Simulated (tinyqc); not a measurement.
Mobility of a non-polar semiconductor in the relaxation-time approximation: one step, computed by the program tinyqc. Command: `OMP_NUM_THREADS=1 python tinyqc.py 3021049 3021050 out.jsonl rta walk`. One thread of a shared host (Intel(R) Xeon(R) Processor @ 2.30GHz), about 0.01 s of CPU time with the checks.

Each valley is treated as a sphere of mass m_d for states and rates, with one isotropic relaxation time; the conductivity mass m_c sets the current.

Problem. Masses. m_d = (m_l m_t^2)^(1/3); 1/m_c = (1/m_l + 2/m_t)/3; Hall mass factor A = 3 K_m (K_m + 2)/(2 K_m + 1)^2, K_m = m_l/m_t; N_I = n (1 + C)/(1 - C).

Inputs (values chosen for the exercise, modelled on electrons in silicon): longitudinal mass m_l = 0.935 m_0; transverse mass m_t = 0.192 m_0; carrier density n = 3.1e+15 1/cm^3; compensation ratio C = 0.

Band: Kane. Impurity formula: Brooks-Herring. Further scattering: alloy.

Give: density-of-states mass m_d; conductivity mass m_c; Hall mass factor A; ionised impurity density N_I.

Solution.

density-of-states mass m_d = 0.3254 m_0

conductivity mass m_c = 0.2612 m_0

Hall mass factor A = 0.8702

ionised impurity density N_I = 3.10e+15 1/cm^3
